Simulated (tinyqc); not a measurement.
Random telegraph noise from one oxide trap in a small MOSFET: two steps of the calculation.

An acceptor-like trap exchanges electrons with the channel. Inversion charge Q = Cox u, u = n Vt W0(exp((Vg - VT)/(n Vt))), W0 the Lambert function, n = nf, Cox = eps0 eox/tox; linear regime Id = (W/L) mu Q Vd. Relative to threshold the surface potential rises by Vt ln(u/u0) and the oxide voltage by the rest of Vg - VT, with u0 = n Vt W0(1).

Parameters, values chosen for the exercise; values of the order met in silicon transistors:
```
symbol  value  unit                                                                 meaning
T         300     K                                                             temperature
eox       3.9        relative permittivity of the gate insulator (close to silicon dioxide)
tox       1.3    nm                                                     insulator thickness
xt       0.55    nm                            depth of the trap from the channel interface
E0       0.18    eV                   trap level above the channel Fermi level at threshold
s0      1e-15  cm^2                                                       capture prefactor
EB       0.45    eV                                    capture barrier (lattice relaxation)
lt       0.15    nm                                                 tunnelling decay length
vth     1.3e7  cm/s                                                        thermal velocity
zi        2.9    nm                                        thickness of the inversion layer
VT       0.33     V                                                       threshold voltage
nf       1.37                                                                   body factor
Vg       0.64     V                                                            gate voltage
```

Constants: q = 1.602176634e-19 C, kB = 1.380649e-23 J/K, Vt = kB T/q, eps0 = 8.8541878128e-14 F/cm where lengths are in cm. Results are converted to the units shown.

Problem 1. Trap level, time constants and occupancy. N = Cox u/q; dpsi = Vt ln(u/u0); E = E0 - dpsi - (xt/tox)(Vg - VT - dpsi); capture time tc = 1/[(N/zi) vth s0 exp(-xt/lt - EB/Vt)]; emission time te = tc exp(-E/Vt); occupancy te/(tc + te).

Wanted: u; N; dpsi; E; tc; te; occupancy.

Solution 1.

u = 0.24195 V
N = 4.0112e12 cm^-2
dpsi = 0.064337 V
E = 0.011729 eV
tc = 0.0078933 s
te = 0.0050144 s
occupancy = 0.38848

The trap lies 0.45 Vt above the Fermi level, so it is empty most of the time.

Problem 2. Lorentzian spectrum. Spectrum S(f) = 4 dI^2/{(tc + te)[(1/tc + 1/te)^2 + (2 pi f)^2]}; corner fc = (1/tc + 1/te)/(2 pi); variance dI^2 tc te/(tc + te)^2. Give S at f = 0, at fc and at 10 fc.

tc = 0.0078932929 s
te = 0.0050144466 s
dI = 77.986923 nA

Give: fc; S(0); S(fc); S(10 fc); rms current.

Solution 2.

fc = 51.903 Hz
S(0) = 1.7722e-17 A^2/Hz
S(fc) = 8.8611e-18 A^2/Hz
S(10 fc) = 1.7547e-19 A^2/Hz
rms current = 38.011 nA

The rms value is 0.487 of the step; it reaches its largest share, 1/2, when tc = te.

Range of the model: VT is taken as given; short-channel effects and the uneven flow of current among few electrons are left out.

Numbers from tinyqc (`OMP_NUM_THREADS=1 python tinyqc.py 2710085 2710086 out.jsonl`; about 0.01 s on one thread of a shared Intel Xeon 2.30GHz).
